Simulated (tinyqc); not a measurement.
Finite square well with mass mismatch (envelope functions), step by step. Values are carried at full precision from step to step, so a last printed digit may differ when a step is redone from the rounded ones.

A square well of width L and depth V0, mass mw inside and mb outside, energies from the bottom of the well, c = hbar^2/2m0. k = sqrt(mw E/c), kappa = sqrt(mb (V0 - E)/c). psi and psi'/m are continuous at the walls (BenDaniel-Duke), so level n solves k L + 2 atan[(k/mw)/(kappa/mb)] = n pi.

Constants: hbar^2/2m0 = 3.80998211 eV angstrom^2.

Parameters, chosen for this exercise (near those of an InGaAs well in InP; the results hold for these values, not for the real material):

| symbol | value | unit | meaning |
|---|---|---|---|
| L | 96 | angstrom | well width |
| V0 | 0.257 | eV | barrier height |
| mw | 0.0407 | m0 | mass in the well |
| mb | 0.0834 | m0 | mass in the barrier |
| alpha_w | 1.22 | 1/eV | non-parabolicity in the well |
| alpha_b | 0.15 | 1/eV | non-parabolicity in the barrier |

## How many levels are bound

At E = V0 the arctangent equals pi/2, so level n is bound if k0 L > (n - 1) pi with k0 = sqrt(mw V0/c). Compare with the infinitely deep well, E1(hard) = c (pi/L)^2/mw.

k0 = 0.05240 1/angstrom
k0 L/pi = 1.6011
number of bound levels = 2
E1(hard) = 0.1003 eV

The count does not depend on mb. One more level binds at L = 119.9 angstrom.

## The lowest level by bisection

f(E) = k L + 2 atan[(k/mw)/(kappa/mb)] - pi rises with E. Twelve halvings of [0, V0]: keep the half in which f changes sign.

Bisection:

| step | low (eV) | high (eV) | midpoint (eV) | k | kappa | f |
|---|---|---|---|---|---|---|
| 1 | 0.00000 | 0.25700 | 0.12850 | 0.03705 | 0.05304 | 2.3373 |
| 2 | 0.00000 | 0.12850 | 0.06425 | 0.02620 | 0.06496 | 0.7548 |
| 3 | 0.00000 | 0.06425 | 0.03213 | 0.01852 | 0.07016 | -0.3713 |
| 4 | 0.03213 | 0.06425 | 0.04819 | 0.02269 | 0.06761 | 0.2413 |
| 5 | 0.03213 | 0.04819 | 0.04016 | 0.02071 | 0.06890 | -0.0491 |
| 6 | 0.04016 | 0.04819 | 0.04417 | 0.02172 | 0.06826 | 0.0995 |
| 7 | 0.04016 | 0.04417 | 0.04216 | 0.02122 | 0.06858 | 0.0261 |
| 8 | 0.04016 | 0.04216 | 0.04116 | 0.02097 | 0.06874 | -0.0112 |
| 9 | 0.04116 | 0.04216 | 0.04166 | 0.02110 | 0.06866 | 0.0075 |
| 10 | 0.04116 | 0.04166 | 0.04141 | 0.02103 | 0.06870 | -0.0018 |
| 11 | 0.04141 | 0.04166 | 0.04154 | 0.02106 | 0.06868 | 0.0028 |
| 12 | 0.04141 | 0.04154 | 0.04147 | 0.02105 | 0.06869 | 0.0005 |

After twelve halvings the bracket is V0/4096 = 0.063 meV wide.

## Bound levels

Solve the condition for each n (six at most). With A = cos(kL/2) for even and sin(kL/2) for odd levels, the probability in the barriers is Pb = (A^2/kappa)/(A^2/kappa + L/2 +/- sin(kL)/(2k)), + for even.

Levels:

| n | parity | E (eV) | k (1/angstrom) | kappa (1/angstrom) | Pb |
|---|---|---|---|---|---|
| 1 | even | 0.0415 | 0.02105 | 0.06869 | 0.0560 |
| 2 | odd | 0.1688 | 0.04247 | 0.04394 | 0.2399 |

The lowest level lies at 41 % of the infinite-well value and decays into the barrier over 1/kappa = 14.6 angstrom.

## Mass in the plane and density of states

To first order in the in-plane energy, 1/m_par = (1 - Pb)/mw + Pb/mb for each subband. Each adds a step D = m_par/(2 pi c) to the density of states per area (spin included, one valley); 1/angstrom^2 = 1e16/cm^2.

Subbands:

| n | m_par (m0) | D (1e13/(eV cm^2)) |
|---|---|---|
| 1 | 0.0419 | 1.750 |
| 2 | 0.0464 | 1.938 |

## Levels with energy-dependent masses

Non-parabolic bands: mw is replaced by mw (1 + alpha_w E) and mb by mb (1 - alpha_b (V0 - E)), in k, kappa and the matching condition alike.

Solve the same condition with the energy-dependent masses, and list the shift from the parabolic levels that exist in both.

Levels:

| n | E (eV) | mass inside | mass outside | shift (meV) |
|---|---|---|---|---|
| 1 | 0.0411 | 0.0427 | 0.0807 | -0.4 |
| 2 | 0.1548 | 0.0484 | 0.0821 | -14.0 |

Level 1 moves by -0.4 meV and level 2 by -14.0 meV.

## Checks

- Lowest level by finite differences (200 cells across the well) against the matching condition, eV: both 0.0415.

Computed by tinyqc, a small Python program: `OMP_NUM_THREADS=1 python tinyqc.py 1281428 1281429 out.jsonl` (the numbers bound the seed that draws the inputs); one thread of a shared host (Intel(R) Xeon(R) Processor @ 2.30GHz), about 0.01 s for the whole set of steps.
